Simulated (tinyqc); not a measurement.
On-chip power grid, static voltage drop by conjugate gradients: one step of the calculation.

A grid of 3 rows and 3 columns, node k = 3 row + column. Neighbours in a row are joined by Rx, in a column by Ry; pad nodes, which reach the supply through Rp: 0, 8. Each node draws I0, node 1 draws kh I0. The drops u = Vdd - V solve G u = i, with G the conductance matrix (1/Rp added on the diagonal at pad nodes).

Question. Diagonal of G, loads and first direction. G_kk = sum of the conductances at node k. Start u = 0, so the residual is r = i; z = r/G_kk (Jacobi preconditioner), p = z.

Parameters, values chosen for the exercise:
```
symbol,value,unit,meaning
Rx,0.29,ohm,resistance of a horizontal segment
Ry,0.24,ohm,resistance of a vertical segment
Rp,0.16,ohm,resistance from a pad node to the supply
I0,1.7,mA,load current of an ordinary node
kh,3,,factor on the load at the hot node
```

Give: G_kk; r at the start; p at the start.

Answer.

G_kk (S):
```
       col 0  col 1  col 2
row 0  13.86  11.06  7.615
row 1  11.78  15.23  11.78
row 2  7.615  11.06  13.86
```

r at the start (mA):
```
       col 0  col 1  col 2
row 0  1.700  5.100  1.700
row 1  1.700  1.700  1.700
row 2  1.700  1.700  1.700
```

p at the start (mV):
```
        col 0   col 1   col 2
row 0  0.1226  0.4610  0.2232
row 1  0.1443  0.1116  0.1443
row 2  0.2232  0.1537  0.1226
```

Numbers from tinyqc (`OMP_NUM_THREADS=1 python tinyqc.py 2770177 2770178 out.jsonl`; about 0.06 s on one thread of a shared Intel Xeon 2.30GHz).
